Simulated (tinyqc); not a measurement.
Tunnelling through a gate dielectric with the two-band (Franz) dispersion, WKB transmission and Tsu-Esaki current: one step of the calculation.

Electrons leave the emitter at x = 0. Energies E (motion across the layers) are in eV from the emitter Fermi level; the collector Fermi level lies at -V and offers states at every E. No charge in the dielectric and no image force: F1 = V/t1, U = phi1 - F1 x. With C = hbar^2/(2 m0), kappa = sqrt(m u (1 - u/Egx)/C), u = U - E where U > E and 0 elsewhere; T(E) = exp(-S), S = 2 times the integral of kappa over x.

Question. WKB exponent in closed form. Each layer adds (2/F) sqrt(m/C) [G(u at its left edge) - G(u at its right edge)] to S, with u = U - E (0 where negative) and G(u) = Egx^1.5 (th - sin(4 th)/4)/4, th = arcsin sqrt(u/Egx). The slope follows from 1/d = -dS/dE.

Values chosen for this exercise; dielectric values close to those of silicon dioxide: barrier of layer 1 above the emitter Fermi level at zero bias phi1 = 3.08 eV; tunnelling mass of layer 1 m1 = 0.51 m0; thickness of layer 1 t1 = 6.7 nm; gap parameter of the two-band dispersion, set freely Egx = 8.8 eV; voltage across the dielectric V = 4.9 V; energy of the electron followed E = 0 eV.

Constants: q = 1.602176634e-19 C, hbar = 1.054571817e-34 J s, m0 = 9.1093837015e-31 kg, hbar^2/(2 m0) = 0.0380998212 eV nm^2. Results are converted to the units shown.

Find: S; T(E); energy d over which T(E) grows by a factor e.

Answer.

S = 31.993
T(E) = 1.2750e-14
energy d over which T(E) grows by a factor e = 0.070638 eV

The midpoint rule gives S = 32.249, so its T(E) is 23 % below this value. The band edge of layer 1 drops below E inside the layer: the barrier there is triangular (the Fowler-Nordheim case).

Numbers from tinyqc (`OMP_NUM_THREADS=1 python tinyqc.py 2540128 2540129 out.jsonl`; about 0.04 s on one thread of a shared Intel Xeon 2.30GHz).
